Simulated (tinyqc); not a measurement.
Rapid thermal processing of a wafer: radiative balance, ramp and cooling, pattern effects, pyrometer error and spike budget: one step, computed by the program tinyqc. Command: `OMP_NUM_THREADS=1 python tinyqc.py 3112532 3112533 out.jsonl rtp walk`. One thread of a shared host (Intel(R) Xeon(R) Processor @ 2.30GHz), about 0.04 s of CPU time with the checks.

The wafer is opaque and uniform through its thickness unless said otherwise; temperatures in formulas are in kelvin (C + 273.15). sigma = 5.670374419e-12 W/(cm^2 K^4).

Problem. Pyrometer error. Signal proportional to eps/(exp(c2/(lambda T)) - 1), c2 = h c/k_B. If the assumed emissivity is too high by the given error, the reading T' solves (1 + error)/(exp(c2/(lambda T')) - 1) = 1/(exp(c2/(lambda T)) - 1). Wien estimate: T' - T = -lambda T^2 ln(1 + error)/c2. Process rates go as exp(-E_a/(k_B T)).

Inputs (values chosen for the exercise, modelled on a hot silicon wafer): process temperature = 969 C; starting temperature = 550 C; pyrometer wavelength = 3.8 micrometre; error of the assumed emissivity = 4.3 %; activation energy of the process E_a = 2.7 eV.

Constants: h = 6.62607015e-34 J s; c = 299792458 m/s; k_B = 1.380649e-23 J/K; k_B = 8.617333262e-05 eV/K.

Give: c2; c2/(lambda T); reading less true temperature; Wien estimate; rate at T over rate at T', less 1.

Solution.

c2 = 14388 micrometre K

c2/(lambda T) = 3.048

reading less true temperature = -16.15 K

Wien estimate = -17.16 K

rate at T over rate at T', less 1 = 39.40 %

Caution: below about 600 C lightly doped silicon is partly transparent at this wavelength, so its emissivity is not yet the hot value early in the ramp.
